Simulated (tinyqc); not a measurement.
Physical sputtering: collision-cascade yield, angular dependence, faceting and resputtering in deposition: one step, computed by the program tinyqc. Command: `OMP_NUM_THREADS=1 python tinyqc.py 3023898 3023899 out.jsonl sputter walk`. One thread of a shared host (Intel(R) Xeon(R) Processor @ 2.30GHz), about 0.01 s of CPU time with the checks.

Ions start collision cascades; atoms that reach the surface with more than U leave. The target is amorphous or fine-grained.

Question. Yield at normal incidence. gamma = 4 M1 M2/(M1 + M2)^2; threshold E_th = 6.7 U/gamma for M1 >= M2, else U (1 + 5.7 M1/M2)/gamma. eps = 0.03255 M2 E/(Z1 Z2 (M1 + M2) z), z = (Z1^(2/3) + Z2^(2/3))^(1/2), E in eV; s_n = 3.441 sqrt(eps) ln(eps + 2.718)/(1 + 6.355 sqrt(eps) + eps (6.882 sqrt(eps) - 1.708)); S_n = 84.78 Z1 Z2 M1 s_n/((M1 + M2) z) in eV angstrom^2; alpha = 0.249 (M2/M1)^0.56 + 0.0035 (M2/M1)^1.5 for M1 <= M2, else 0.0875 (M2/M1)^(-0.15) + 0.165 M2/M1; Y0 = 0.042 Q alpha S_n/U [1 - sqrt(E_th/E)]^2.5 (the electronic-loss factor of the full formula is dropped). Erosion rate = Y0 J/(e N); 1 cm^2 = 1e14 nm^2.

Inputs (values chosen for the exercise, modelled on gallium ions on silicon):

| quantity | value | unit |
|---|---|---|
| ion Z1 | 31 | - |
| ion mass M1 | 69.7 | u |
| target Z2 | 14 | - |
| target mass M2 | 28.09 | u |
| surface binding energy U | 4.63 | eV |
| target density N | 49.9 | 1/nm^3 |
| fit factor Q | 0.68 | - |
| ion energy E | 850 | eV |
| current density J | 0.2 | mA/cm^2 |

Constants: e = 1.602176634e-19 C.

Give: energy transfer factor gamma; threshold E_th; reduced energy eps; nuclear stopping S_n; alpha; yield Y0; erosion rate.

Answer.

energy transfer factor gamma = 0.8189

threshold E_th = 37.88 eV

reduced energy eps = 0.004625

nuclear stopping S_n = 1088 eV angstrom^2

alpha = 0.1668

yield Y0 = 0.6189 atoms per ion

erosion rate = 9.290 nm/min

The threshold factor is 0.553; the energy cost is 1370 eV per removed atom, 297 times U.
